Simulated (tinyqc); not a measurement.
From results back to parameters: configuration-coordinate model of carrier capture at a defect. Five cases, with inputs chosen for the exercise.

Problem. For two parabolas of equal curvature the ionisation peak lies at ET + ER, the emission barrier is (ER + ET)^2/(4 ER), and the standard deviation of the band at T = 0 is sqrt(ER hw). The values come from hidden ET, ER and hw.

Case 1.

ionisation peak = 1.3100 eV
emission barrier = 0.621775 eV
standard deviation at T = 0 = 0.178157 eV

Case 2.

ionisation peak = 0.5100 eV
emission barrier = 0.433500 eV
standard deviation at T = 0 = 0.071414 eV

Case 3.

ionisation peak = 0.6700 eV
emission barrier = 0.935208 eV
standard deviation at T = 0 = 0.060000 eV

Case 4.

ionisation peak = 1.1100 eV
emission barrier = 0.334810 eV
standard deviation at T = 0 = 0.176862 eV

Case 5.

ionisation peak = 1.9600 eV
emission barrier = 0.733130 eV
standard deviation at T = 0 = 0.255930 eV

Find: ET, ER, hw; capture barrier.

Solution. ER is the squared peak energy over four times the emission barrier; ET is the rest, hw = variance/ER, and the capture barrier is the emission barrier less ET.

Case 1.

ET, ER, hw (eV): 0.620  0.690  0.046

capture barrier = 0.002 eV

Case 2.

ET, ER, hw (eV): 0.360  0.150  0.034

capture barrier = 0.073 eV

Case 3.

ET, ER, hw (eV): 0.550  0.120  0.030

capture barrier = 0.385 eV

Case 4.

ET, ER, hw (eV): 0.190  0.920  0.034

capture barrier = 0.145 eV

Case 5.

ET, ER, hw (eV): 0.650  1.310  0.050

capture barrier = 0.083 eV

Computed by tinyqc, one run a case: `OMP_NUM_THREADS=1 python tinyqc.py N N+1 out.jsonl` with N = 1452647, 1452717, 1452740, 1452744, 1452746; one thread of a shared Intel(R) Xeon(R) Processor @ 2.30GHz, about 0.01 s a run at most.
